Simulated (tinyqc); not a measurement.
Plane-wave Kohn-Sham cycle with exchange-only LDA in a layered model solid, step by step. One step of it, computed by the program tinyqc.

Question. Iteration 1: levels at that k. Diagonalise the Hermitian matrix.

H (hartree), lower triangle:
```
           -3         -2         -1         +0         +1         +2        +3
-3   0.565195
-2  -0.105000   0.111999
-1   0.000000  -0.105000  -0.139777
+0   0.000000   0.000000  -0.105000  -0.190132
+1   0.000000   0.000000   0.000000  -0.105000  -0.039067
+2   0.000000   0.000000   0.000000   0.000000  -0.105000   0.313419
+3   0.000000   0.000000   0.000000   0.000000   0.000000  -0.105000  0.867325
```

Give: eigenvalues.

Answer.

eigenvalues (hartree): -0.3104  -0.1351  -0.0006  0.1336  0.3253  0.5891  0.8870
